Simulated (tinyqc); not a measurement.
# Tunnelling through a gate dielectric, WKB transmission and Tsu-Esaki current: several studies

Electrons leave the emitter at x = 0. Energies E (motion across the layers) are in eV from the emitter Fermi level; the collector Fermi level lies at -V and offers states at every E. No charge in the dielectric and no image force: F1 = V/t1, U = phi1 - F1 x. With C = hbar^2/(2 m0), kappa = sqrt(m (U - E)/C) where U > E and 0 elsewhere; T(E) = exp(-S), S = 2 times the integral of kappa over x.

Parameters, values chosen for the exercise; dielectric values close to those of silicon dioxide:
```
symbol,value,unit,meaning
T,350,K,temperature
Ef,2.7,eV,Fermi energy of the emitter above its band bottom
me,0.84,m0,emitter mass in the supply function
phi1,2.98,eV,barrier of layer 1 above the emitter Fermi level at zero bias
m1,0.51,m0,tunnelling mass of layer 1
t1,3.3,nm,thickness of layer 1
V,0.3,V,voltage across the dielectric
```

Constants: q = 1.602176634e-19 C, kB = 1.380649e-23 J/K, hbar = 1.054571817e-34 J s, m0 = 9.1093837015e-31 kg, Vt = kB T/q, hbar^2/(2 m0) = 0.0380998212 eV nm^2. Results are converted to the units shown.

Each table varies one quantity; the others keep the values above.

## Effect of the barrier height

Each layer adds (2/F) sqrt(m/C) [G(u at its left edge) - G(u at its right edge)] to S, with u = U - E (0 where negative) and G(u) = (2/3) u^1.5. J = J0 times the integral of T(E) N(E) dE, N = ln[(1 + exp(-E/Vt))/(1 + exp((-E - V)/Vt))], J0 = q^2 me m0 kB T/(2 pi^2 hbar^3) (times 1e-4 for A/cm^2 per eV), from E = -Ef to far above the barrier (T = 1 there), by quadrature converged to the digits shown.

Effect of the barrier height:
```
phi1 (eV)  S at E = 0   T(E = 0)  J (A/cm^2)  mean E of the current (eV)
1.5             28.04  6.629e-13    1.012e-4                     -0.1588
1.77            30.72  4.539e-14    7.913e-6                     -0.1753
2.04            33.19  3.859e-15    7.540e-7                     -0.1895
2.31            35.48  3.894e-16    8.405e-8                     -0.2021
2.59            37.71  4.182e-17    9.888e-9                     -0.2139
2.86            39.75  5.475e-18    1.401e-9                     -0.2242
3.13            41.68  7.916e-19   2.175e-10                     -0.2338
3.4             43.53  1.247e-19   3.657e-11                     -0.2427
```

J falls from 1.01e-4 to 3.66e-11 A/cm^2, on average 3.39 decades for each eV, while S rises from 28.0 to 43.5, as phi1^(0.54) over the table (a flat barrier gives 0.5, a triangular one 1.5).

## Current against voltage

Same model as above.

Current against voltage:
```
V (V)  S at E = 0   T(E = 0)  J (A/cm^2)  mean E of the current (eV)
0.2         40.98  1.599e-18   3.659e-10                     -0.2054
0.79        38.79  1.431e-17    3.992e-9                     -0.2592
1.38        36.40  1.554e-16    3.863e-8                     -0.2439
1.96        33.79  2.113e-15    4.524e-7                     -0.2211
2.55        30.70  4.667e-14    8.048e-6                     -0.1897
3.14        26.37  3.516e-12    3.741e-4                     -0.1232
3.73        22.20  2.279e-10     0.02910                     -0.1359
4.31        19.21   4.522e-9      0.7279                     -0.1668
4.9         16.90   4.572e-8       9.138                     -0.1966
```

J rises from 3.66e-10 to 9.14 A/cm^2, by 1.76 decades a volt between the first two rows and 1.86 between the last two. From V = 3.14 V on (among the rows) a band edge falls below the emitter Fermi level, so electrons at E = 0 no longer cross the full thickness. In 3 of the 9 rows the field exceeds 10 MV/cm (up to 14.8), more than most dielectrics sustain; the model ignores breakdown.

## A Fowler-Nordheim plot

The thickness is set to t1 = 6.6 nm and V = F t1. The closed formula is J = A F^2 exp(-B/F), A = q^2 me/(16 pi^2 hbar m1 phi1) (A/V^2 with phi1 in volts), B = (4/3) sqrt(m1/C) phi1^1.5 (V/nm), C = hbar^2/(2 m0); it assumes zero temperature, a deep Fermi sea and S linear in E.

Results:
```
F (V/nm)  J (A/cm^2)  J by the formula (A/cm^2)  ln(J/F^2), F in V/cm
0.6        4.497e-11                  2.101e-11                -55.04
0.71        3.188e-8                   1.918e-8                -48.81
0.83        6.166e-6                   4.342e-6                -43.86
0.94        2.482e-4                   1.916e-4                -40.41
1.06        0.006051                   0.005004                -37.46
1.17         0.06522                    0.05646                -35.28
1.4            2.968                      2.741                -31.82
```

Estimate the missing row, F = 1.29 V/nm.

Computed row:
```
F (V/nm)  J (A/cm^2)  J by the formula (A/cm^2)  ln(J/F^2), F in V/cm
1.29          0.5614                     0.5047                -33.32
```

With this row back in the table: The slope of ln(J/F^2) against 1/F between the end rows is -24.38 V/nm, against B = 25.09 V/nm; read as B it gives phi1 = 2.92 eV. The integrated current is 2.14 times the formula in the first row and 8.3 % above it in the last. The excess in the first row is thermal: at 20 K it is gone. In 4 of the 8 rows the field exceeds 10 MV/cm (up to 14.0), more than most dielectrics sustain; the model ignores breakdown.

tinyqc, about 0.05 s, one thread, Intel Xeon 2.30GHz (shared host): `OMP_NUM_THREADS=1 python tinyqc.py 2540170 2540171 out.jsonl`
